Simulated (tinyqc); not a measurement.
# From in-plane stress back to fraction x of B

Model: elastic strain and critical thickness of a cubic alloy layer A(1-x)B(x) on a thick substrate. Computed by tinyqc, a small Python program. Command: `OMP_NUM_THREADS=1 python tinyqc.py 3000346 3000347 out.jsonl misfit inv`. One thread of a shared host (Intel(R) Xeon(R) Processor @ 2.30GHz), about 0.02 s of CPU time with the checks.

Strain is positive in tension. The layer is coherent with the substrate unless said otherwise.

Inputs (values chosen for the exercise, modelled on GaAs(1-x)Sb(x) on GaAs): lattice constant a_A = 5.653 angstrom; lattice constant a_B = 6.096 angstrom; substrate lattice constant a_S = 5.653 angstrom; layer thickness h = 130 nm.

Growth plane: (001).

C11, C12, C44 of A (GPa): [117.6, 54.26, 59.3]

C11, C12, C44 of B (GPa): [89.86, 40.25, 43.62]

Method. a = (1 - x) a_A + x a_B, the same rule for each C_ij; misfit f = (a_S - a)/a, the in-plane strain of the coherent layer. (001): D = 2 C12/C11, M = C11 + C12 - 2 C12^2/C11. The free surface carries no normal stress, so e_perp = -D f; dV/V = 2 f + e_perp; stress = M f; energy per area = M f^2 h (1 GPa nm = 1 J/m^2).

Question. A run gave the result below. Find the fraction x of B, known to lie between 0.17 and 0.43.

in-plane stress = -2.268658 GPa

Answer.

Each step takes the trial c = (a f_b - b f_a)/(f_b - f_a), f being the result less the target and a, b, c the logarithms of the listed values; c replaces end b, the old b replaces a if the sign of f changed, and otherwise f_a is halved.

Scan of the range:
```
fraction x of B  in-plane stress (GPa)
0.170                         -1.53924
0.198                         -1.77703
0.232                         -2.05990
0.270                         -2.36848
0.316                         -2.73143
0.368                         -3.12790
0.430                         -3.58166
```

False position (Illinois rule, in the logarithm of the input) inside the bracket:
```
step     end a     end b     trial  in-plane stress (GPa)
1     0.232000  0.270000  0.257072               -2.26439
2     0.270000  0.257072  0.257590               -2.26858
3     0.270000  0.257590  0.257610               -2.26874
4     0.257590  0.257610  0.257600               -2.26866
```

In-plane stress falls at every point of a 13-point scan of the range (every second point is shown), so one value fits; it is bracketed by 0.232 and 0.270. Answer: fraction x of B = 0.2576.
